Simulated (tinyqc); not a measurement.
## Partial widths from the peak

Question. A Breit-Wigner resonance has total width G = GL + GR and peak transmission Tp = 4 GL GR/G^2. GL is known to be the larger. Find GL, GR and the lifetime hbar/G.

Constants: q = 1.602176634e-19 C, hbar = 1.054571817e-34 J s. Results are converted to the units shown.

G = 2.1867524 meV
Tp = 0.84438163

Solution. GL and GR have the sum G and the product Tp G^2/4, so they are (G/2)(1 +/- sqrt(1 - Tp)).

GL = 1.525 meV
GR = 0.6621 meV
lifetime = 301.0 fs

tinyqc, about 0.1 s, one thread, Intel Xeon 2.30GHz (shared host): `OMP_NUM_THREADS=1 python tinyqc.py 2600107 2600108 out.jsonl`
